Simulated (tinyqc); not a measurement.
Grain growth, pinning, strength and diffusional creep of a polycrystal or thin film: one step, computed by the program tinyqc.

One mean grain size d describes the structure.

Task: Yield stress. Hall-Petch term k_y/sqrt(d). Orowan term 3.06 x 0.4 G b ln(2 rbar/b)/(pi lambda sqrt(1 - nu)) with nu = 1/3, rbar = sqrt(2/3) r, lambda = rbar (sqrt(pi/f) - 2). Film term (threading dislocation, matched substrate, the geometry of an fcc (111) film taken for all cases): 3.464 G b ln(2 h/b)/(4 pi (1 - nu) h). The terms are added to sigma_0.

Inputs (values chosen for the exercise, modelled on polycrystalline silicon):
```
quantity                      value       unit
shear modulus G                70.9        GPa
Burgers vector b               3.84   angstrom
anneal temperature T           1379          K
particle volume fraction f  0.00016          -
particle radius r               9.7         nm
film thickness h                230         nm
friction stress sigma_0         270        MPa
Hall-Petch slope k_y           0.27  MPa m^0.5
```

Sample: thin film on a substrate.

grain size d = 449.8376 nm

Give: Hall-Petch term; Orowan term; film term; yield stress.

Result:

Hall-Petch term = 402.6 MPa

Orowan term = 44.17 MPa

film term = 346.9 MPa

yield stress = 1064 MPa

Caution: silicon is brittle except at high temperature, so these strengthening laws for metals do not give its real strength.
